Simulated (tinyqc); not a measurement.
Film, cylinder and sphere at the same misfit: thermal stress, cracking, delamination and buckling of a thin film; Griffith cracks and misfitting inclusions. Computed by tinyqc, a small Python program. Command: `OMP_NUM_THREADS=1 python tinyqc.py 3026865 3026866 out.jsonl filmcrack walk`. One thread of a shared host (Intel(R) Xeon(R) Processor @ 2.30GHz), about 0.01 s of CPU time with the checks.

Isotropic linear elasticity; the substrate is much thicker than the film; stress is positive in tension.

Inputs (values chosen for the exercise, modelled on a tungsten film on silicon): film Young's modulus E = 408 GPa; film Poisson ratio nu = 0.28; film expansion alpha_f = 4.36 1e-6/K; substrate expansion alpha_s = 3.3 1e-6/K; deposition temperature T_d = 1275 K; final temperature T = 300 K; intrinsic stress = 410 MPa; film thickness h = 4.6 micrometre; substrate Young's modulus E_s = 150 GPa; substrate Poisson ratio nu_s = 0.28.

Method. Thermal strain = (alpha_f - alpha_s)(T_d - T); stress = E/(1 - nu) x strain + intrinsic stress; plane-strain modulus Ebar = E/(1 - nu^2); G0 = stress^2 h/(2 Ebar) is the energy freed per area when a long strip loses its stress across its width. Thermal misfit e alone, mean stress = trace/3 and largest difference of principal stresses inside. Film: E e/(1 - nu) in two directions, 0 in the third. Cylinder: s0 = (1 + nu) e/[(1 + nu)(1 - 2 nu)/E + (1 + nu_s)/E_s] twice and s_zz = E e + 2 nu s0. Sphere: e/[(1 - 2 nu)/E + (1 + nu_s)/(2 E_s)] three times.

thermal strain = 0.0010335

Stresses inside (MPa):
```
shape         s1      s2      s3    mean  largest difference
film      585.65  585.65    0.00  390.43              585.65
cylinder  133.44  133.44  496.39  254.42              362.95
sphere    193.35  193.35  193.35  193.35                0.00
```

What follows from these numbers?

The mean stress in size is 390 MPa in the film, 254 in the cylinder and 193 in the sphere, while the largest difference, twice the largest shear stress, goes from 586 through 363 to 0. In a ductile solid shear can relax by slip and hydrostatic stress cannot.

Extremes, crossings and ranges named in words are read from the listed rows.
